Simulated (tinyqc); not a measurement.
Epitaxial growth on a vicinal surface: Burton-Cabrera-Frank step flow, step-edge barrier and island nucleation. Changing the miscut angle. Computed by tinyqc, a small Python program. Command: `OMP_NUM_THREADS=1 python tinyqc.py 3005591 3005592 out.jsonl stepflow sweep`. One thread of a shared host (Intel(R) Xeon(R) Processor @ 2.30GHz), about 0.02 s of CPU time with the checks.

Adatoms land at rate F, hop on a square grid (a simplification for hexagonal faces), desorb, or join steps. Lengths are in units of a and n is the adatom coverage. Steps ascend at x = 0 and descend at x = l.

Inputs (values chosen for the exercise, close to those used for GaAs(001)): site spacing a = 4 angstrom; step height h = 2.83 angstrom; diffusion barrier E_d = 1.23 eV; desorption energy E_a = 2.61 eV; adatom formation energy E_f = 0.852 eV; step-edge barrier E_s = 0.096 eV; attempt frequency nu = 5 THz; deposition rate F = 0.021 layers/s; temperature T = 630 C; critical nucleus size i = 1.

Constants: k_B = 8.617333262e-05 eV/K.

Method:
- D = nu exp(-E_d/(k_B T)) (a^2/s, nu counted per direction); tau = exp(E_a/(k_B T))/nu; x_s = sqrt(D tau); n_eq = exp(-E_f/(k_B T)); terrace width l = h/(a tan(miscut)); Schwoebel length l_s = exp(E_s/(k_B T)) - 1.
- Temperatures in kelvin are T(C) + 273.15.
- D n'' - n/tau + F = 0 with n(0) = n_eq and -l_s n'(l) = n(l) - n_eq. With u = n - F tau, A = n_eq - F tau, y = l/x_s, s = l_s/x_s: u = A cosh(x/x_s) + B sinh(x/x_s), B = A (1 - cosh y - s sinh y)/(sinh y + s cosh y). Flux into the ascending step J+ = D B/x_s, over the descending one J- = -(D/x_s)(A sinh y + B cosh y); step velocity J+ + J-; growth rate (J+ + J-)/l. For small y: J+ + J- = (F - n_eq/tau) l, J-/J+ = l/(l + 2 l_s).
- The coverage peaks where n' = 0, tanh(x/x_s) = -B/A.
- Island density on a flat surface without desorption: N = 0.25 (F/D)^(i/(i+2)) exp(E_i/((i+2) k_B T)) per site, with E_i = 0 for i = 1; spacing l_n = N^(-1/2). Step flow needs an effective width l_eff = 2 x(peak) below l_n.

One run for each value:
```
miscut angle (degrees)  ratio l_eff/l_n  growth rate (layers/s)  peak coverage  terrace width l (a)
0.03                             37.870                0.020936     7.0192e-03           1.3512e+03
0.062                            18.359                0.020985     1.6679e-03           6.5382e+02
0.13                              8.791                0.020996     3.9626e-04           3.1182e+02
0.26                              4.429                0.020999     1.1372e-04           1.5591e+02
0.55                              2.128                0.021000     3.9792e-05           7.3701e+01
1.1                               1.095                0.021000     2.3478e-05           3.6847e+01
2.3                               0.553                0.021000     1.9102e-05           1.7615e+01
4.8                               0.289                0.021000     1.8014e-05           8.4254e+00
10                                0.155                0.021000     1.7723e-05           4.0124e+00
```

Over the rows, ratio l_eff/l_n falls from 37.9 to 0.155 (exponent d ln y / d ln x -1.00 between the first rows and -0.85 between the last); growth rate (layers/s) rises from 0.02094 to 0.02100; peak coverage falls from 0.00702 to 1.77e-5 (exponent d ln y / d ln x -2.0 between the first rows and -0.022 between the last). At the low end the exponent of ratio l_eff/l_n is -1.00, close to -1: terraces narrow as the miscut grows. The exponent of growth rate stays at 0: the steps stand close against x_s, so their spacing does not matter. At the low end the exponent of peak coverage is -1.98, close to -2: the excess coverage scales as F l^2/D. At the high end the exponent of peak coverage is -0.02, close to 0: the coverage stays near n_eq.

Caution (rows 0.0300, 0.0620, 0.130, 0.260, 0.550): twice the distance from the ascending step to the coverage peak exceeds the expected island spacing [0.25 (F/D)^(i/(i+2)) exp(E_i/((i+2) k_B T))]^(-1/2) by 40 % or more, so islands nucleate and the step-flow values are formal. Caution (all rows): the prefactor 0.25 and the criterion are estimates, good to a factor of about two in length. Caution (rows 4.80, 10.0): terraces under ten sites wide are at the edge of a continuum description.

Extremes, crossings and ranges named in words are read from the listed rows.
